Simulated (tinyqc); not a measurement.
# Semiconductor laser, carrier and photon rate equations: what changes with what

Carrier density N and photon density S in one mode: dN/dt = F1 = eta I/(q V) - (A N + B N^2 + C N^3) - vg g S; dS/dt = F2 = G vg g S + G be B N^2 - S/tp, with g = g0 ln(N/Ntr)/(1 + ec S). Output power P = Fo Eph S V/(G tp). No heating, no carrier transport.

Inputs (values chosen for the exercise):
```
symbol,value,unit,meaning
V,3.7e-11,cm^3,active volume
G,0.115,,confinement factor
vg,7.22e9,cm/s,group velocity
g0,1600,1/cm,gain coefficient
Ntr,2.1e18,cm^-3,transparency density
ec,1.2e-17,cm^3,gain compression
tp,1.4,ps,photon lifetime
A,6.9e7,1/s,defect recombination coefficient
B,5.5e-11,cm^3/s,radiative coefficient
C,2.8e-29,cm^6/s,Auger coefficient
be,3.3e-5,,share of spontaneous emission into the mode
eta,0.88,,injection efficiency
Fo,0.41,,share of cavity losses that is output
Eph,1.27,eV,photon energy
I,87,mA,drive current
```

Constants: q = 1.602176634e-19 C. Results are converted to the units shown.

Each table varies one quantity; the others keep the values above.

## Effect of the gain compression on threshold and bandwidth

gth = 1/(G vg tp), Nth = Ntr exp(gth/g0), Ith = q V (A Nth + B Nth^2 + C Nth^3)/eta. N and S are the steady state (F1 = F2 = 0, S > 0). Jacobian, with a = g0/(N (1 + ec S)) and d = g/(1 + ec S): J11 = -(A + 2 B N + 3 C N^2) - vg a S, J12 = -vg d, J21 = G vg a S + 2 G be B N, J22 = G vg d - 1/tp. wR^2 = det J, gamma = -trace J, fR = wR/(2 pi); the response wR^2/(wR^2 - w^2 + i gamma w) falls to 1/sqrt(2) at w^2 = x + sqrt(x^2 + wR^4), x = wR^2 - gamma^2/2 (f3dB = w/(2 pi)).

The same in every row: Ith (mA) = 15.23.

Effect of the gain compression on threshold and bandwidth:

| ec (cm^3) | P (mW) | fR (GHz) | gamma (1/ns) | f3dB (GHz) |
|---|---|---|---|---|
| 1e-18 | 32.87 | 9.973 | 8.271 | 15.45 |
| 2.2e-18 | 32.85 | 9.957 | 9.714 | 15.41 |
| 4.6e-18 | 32.82 | 9.926 | 12.58 | 15.31 |
| 1e-17 | 32.73 | 9.857 | 18.91 | 15.06 |
| 2.2e-17 | 32.53 | 9.708 | 32.46 | 14.32 |
| 4.6e-17 | 32.13 | 9.431 | 57.59 | 12.15 |
| 1e-16 | 31.19 | 8.893 | 105.9 | 6.177 |

What does the table show?

As ec goes from 1e-18 to 1e-16 cm^3, Ith stays at 15.2 mA, fR falls from 9.97 to 8.89 GHz, gamma rises from 8.27 to 106 1/ns and f3dB falls from 15.4 to 6.18 GHz.

## Modulation bandwidth against current

Same model as above.

The same in every row: Ith (mA) = 15.23.

Results:

| I (mA) | P (mW) | fR (GHz) | gamma (1/ns) | f3dB (GHz) |
|---|---|---|---|---|
| 20 | 2.176 | 2.573 | 2.911 | 3.976 |
| 29 | 6.275 | 4.362 | 5.404 | 6.731 |
| 43 | 12.65 | 6.175 | 9.273 | 9.497 |
| 64 | 22.22 | 8.145 | 15.01 | 12.46 |
| 95 | 36.34 | 10.35 | 23.35 | 15.71 |
| 140 | 56.84 | 12.82 | 35.16 | 19.24 |
| 310 | 134.2 | 19.01 | 76.87 | 27.34 |
| 460 | 202.5 | 22.64 | 110.2 | 31.38 |

Estimate the missing row, I = 210 mA.

Computed row:

| I (mA) | P (mW) | fR (GHz) | gamma (1/ns) | f3dB (GHz) |
|---|---|---|---|---|
| 210 | 88.71 | 15.78 | 52.88 | 23.27 |

With this row back in the table: As I goes from 20 to 460 mA, fR rises from 2.57 to 22.6 GHz, gamma rises from 2.91 to 110 1/ns and f3dB rises from 3.98 to 31.4 GHz. Against I - Ith, fR goes with exponent 0.50 at the start and 0.43 at the end (1/2 without compression). The slope of gamma against fR^2 between the third and fourth rows, the K factor, is 0.203 ns. For I = 210 to 460 mA the current exceeds 12 Ith, where heating, left out here, usually rolls the output over. At I = 460 mA f3dB passes 30 GHz, where parasitics and carrier transport, left out here, would limit it.

## Effect of the Auger coefficient on threshold and bandwidth

Same model as above.

Effect of the Auger coefficient on threshold and bandwidth:

| C (cm^6/s) | Ith (mA) | P (mW) | fR (GHz) | gamma (1/ns) | f3dB (GHz) |
|---|---|---|---|---|---|
| 2.8e-30 | 7.337 | 36.42 | 10.34 | 22.40 | 15.73 |
| 5.4e-30 | 8.151 | 36.04 | 10.29 | 22.28 | 15.65 |
| 1e-29 | 9.591 | 35.36 | 10.20 | 22.06 | 15.51 |
| 2e-29 | 12.72 | 33.88 | 9.996 | 21.59 | 15.21 |
| 3.8e-29 | 18.36 | 31.22 | 9.622 | 20.75 | 14.64 |
| 7.3e-29 | 29.31 | 26.11 | 8.842 | 19.10 | 13.45 |
| 1.4e-28 | 50.29 | 16.46 | 7.087 | 15.96 | 10.76 |

As C goes from 2.8e-30 to 1.4e-28 cm^6/s, Ith rises from 7.34 to 50.3 mA, fR falls from 10.3 to 7.09 GHz, gamma falls from 22.4 to 16.0 1/ns and f3dB falls from 15.7 to 10.8 GHz.

tinyqc, about 0.01 s, one thread, Intel Xeon 2.30GHz (shared host): `OMP_NUM_THREADS=1 python tinyqc.py 2840005 2840006 out.jsonl`
